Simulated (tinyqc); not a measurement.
Inside a calculation. Method: Luttinger-Kohn k.p, four valence bands. One step of it, computed by the program tinyqc.

Task: Bloch Hamiltonian at k. P = c g1 k^2, Q = c g2 (kx^2 + ky^2 - 2 kz^2), R = c sqrt3 [-g2 (kx^2 - ky^2) + 2i g3 kx ky], S = 2 c sqrt3 g3 (kx - i ky) kz, c = hbar^2/2m = 3.809982 eV angstrom^2; rows [P+Q, -S, R, 0], [-S*, P-Q, 0, R], [R*, 0, P-Q, S], [0, R*, S*, P+Q]. The path ends lie at |k| = 0.04 1/angstrom.

Luttinger parameters chosen for this model; energies are counted downward from the top of the valence band:
```
parameter      value  unit
g1         19.500000
g2          7.780000
g3          9.160000
```

k point k (1/angstrom): -0.014000  -0.036000  -0.024000

Give: H(k) at k.

Result:

H(k) at k (eV):
```
                3/2            1/2          -1/2          -3/2
3/2           0.164  -0.041+0.104i  0.056+0.061i         0.000
1/2   -0.041-0.104i          0.144         0.000  0.056+0.061i
-1/2   0.056-0.061i          0.000         0.144  0.041-0.104i
-3/2          0.000   0.056-0.061i  0.041+0.104i         0.164
```
